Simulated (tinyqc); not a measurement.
Equilibrium crystal shape, supported particles, Gibbs-Thomson effect and coarsening: one step, computed by the program tinyqc.

A cubic crystal bounded by {100}, {110} and {111} facets only.

Question. Gibbs-Thomson solubility and coarsening. Spherical precipitates of nearly pure solute with atomic volume Omega: x(r) = x_inf exp(l/r), l = 2 gamma_i Omega/(k_B T). Diffusion-limited coarsening at small volume fraction (Lifshitz-Slyozov-Wagner): r^3 = r0^3 + K t, K = (4/9) D x_inf l; the number density falls as (r0/r)^3. The steady size distribution is assumed from the start, and D and x_inf are inputs that do not follow T.

Inputs (values chosen for the exercise, modelled on aluminium):
```
quantity                                value   unit
temperature T                             575      K
precipitate interface energy gamma_i     0.34  J/m^2
solubility x_inf at a flat interface  0.00051      -
diffusivity D                         1.2e-19  m^2/s
mean radius at the start r0                11     nm
time t                                  40000      s
```

Omega = 16.61 angstrom^3

Constants: k_B = 1.380649e-23 J/K.

Give: capillary length l; x(r0)/x_inf; rate constant K; mean radius at t; number density over its start.

Answer.

capillary length l = 1.4227 nm

x(r0)/x_inf = 1.1381

rate constant K = 3.8699e-05 nm^3/s

mean radius at t = 11.004 nm

number density over its start = 0.99884

The time to double the radius is 7 r0^3/K = 2.4e8 s; t is 1.7e-4 times that.
